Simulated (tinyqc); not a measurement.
Inside a calculation. Method: FCI on RHF in the sto-3g basis, for H4, spin multiplicity 1. One step of it, computed by the program tinyqc.

Task: Orthogonalisation. S = U s U^T; symmetric (Loewdin) form X = U s^(-1/2) U^T, so that X^T S X = 1.

overlap S, lower triangle:
```
          1H 1s     2H 1s     3H 1s     4H 1s
1H 1s  1.000000
2H 1s  0.509538  1.000000
3H 1s  0.148658  0.100247  1.000000
4H 1s  0.100247  0.148658  0.509538  1.000000
```

Give: eigenvalues of S; X.

Result:

eigenvalues of S: 0.4421  0.5389  1.2606  1.7584

X, lower triangle:
```
         1H 1s    2H 1s    3H 1s   4H 1s
1H 1s   1.1278
2H 1s  -0.3054   1.1278
3H 1s  -0.0696   0.0013   1.1278
4H 1s   0.0013  -0.0696  -0.3054  1.1278
```
